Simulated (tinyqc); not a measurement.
Lossy on-chip transmission line with skin effect: one step of the calculation.

A uniform line in a homogeneous dielectric: c = sqrt(er)/(c0 Z0), l = Z0 sqrt(er)/c0 (c0 = 299792458 m/s), g = w c td, w = 2 pi f. The resistance joins its limits as r = sqrt(r_dc^2 + r_hf^2), with r_dc = rho/(wd th), r_hf = kr rho/(2 delta (wd + th)), delta = sqrt(rho/(pi f mu0)), mu0 = 4 pi 1e-7 H/m; this is an interpolation, and internal inductance, up to 0.05 nH/mm at low frequency, is neglected.

Problem. Line constants. delta, r_dc, r_hf, r, l, c and g as defined.

Inputs (values chosen for the exercise): width of the strip wd = 1.6 um; thickness of the strip th = 1.4 um; resistivity rho = 2.2 uohm cm; relative permittivity er = 4.2; loss tangent td = 0.005; lossless impedance sqrt(l/c) Z0 = 35 ohm; factor for crowding and the return path kr = 1.2; frequency f = 7.4 GHz.

Wanted: delta; r_dc; r_hf; r; l; c; g.

Solution.

delta = 0.8678 um
r_dc = 9.821 ohm/mm
r_hf = 5.070 ohm/mm
r = 11.05 ohm/mm
l = 0.2393 nH/mm
c = 195.3 pF/m
g = 0.04541 S/m

r is 1.13 times r_dc; the skin depth is 0.620 of the thickness.

Computed by the program tinyqc: `OMP_NUM_THREADS=1 python tinyqc.py 2810145 2810146 out.jsonl`, one thread of a shared Intel Xeon 2.30GHz, about 0.01 s for the whole run.
